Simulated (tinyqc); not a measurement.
The fan of levels: Landau levels of massless Dirac electrons.

E_N = sqrt(2N) hv/l for N = 0, 1, 2, ... and the mirror levels below zero; each is fourfold (spin, valley), Zeeman splitting left out; half of level 0 belongs to the electrons.

In a field B along z: l = 1/sqrt((e/hbar) B) is the magnetic length, n_B = B/(h/e) the number of states per area in one level, hbar wc = 2 muB B/m for mass m in m0; 1/angstrom^2 = 1e16/cm^2.

Constants: e/hbar = 1.519267448e-05 1/(T angstrom^2); h/e = 413566.7697 T angstrom^2; muB = 5.788381798e-05 eV/T.

Inputs chosen for the exercise (out of a larger set: near those of graphene; not measured data): hv = 6.61 eV angstrom (hbar v); Bs = (0.5, 1, 2, 4, 8, 12, 16) T (fields).

The four lowest levels against B, with their labels in order.

Levels (meV):
```
B (T)  first  second   third  fourth    order
0.500   0.00   25.76   36.44   44.63  0 1 2 3
1.00    0.00   36.44   51.53   63.11  0 1 2 3
2.00    0.00   51.53   72.87   89.25  0 1 2 3
4.00    0.00   72.87  103.06  126.22  0 1 2 3
8.00    0.00  103.06  145.74  178.50  0 1 2 3
12.0    0.00  126.22  178.50  218.62  0 1 2 3
16.0    0.00  145.74  206.11  252.44  0 1 2 3
```

The fourth level grows as B^0.50 over the first two rows and B^0.50 over the last two (1 for a parabolic band without a fixed offset such as a valley splitting, 1/2 for massless Dirac electrons). The order of the levels does not change. Level 0 stays at zero, and the others stand as sqrt(N).

Computed by tinyqc, a small Python program: `OMP_NUM_THREADS=1 python tinyqc.py 1281531 1281532 out.jsonl` (the numbers bound the seed that draws the inputs); one thread of a shared host (Intel(R) Xeon(R) Processor @ 2.30GHz), about 0.01 s for the whole set of steps.
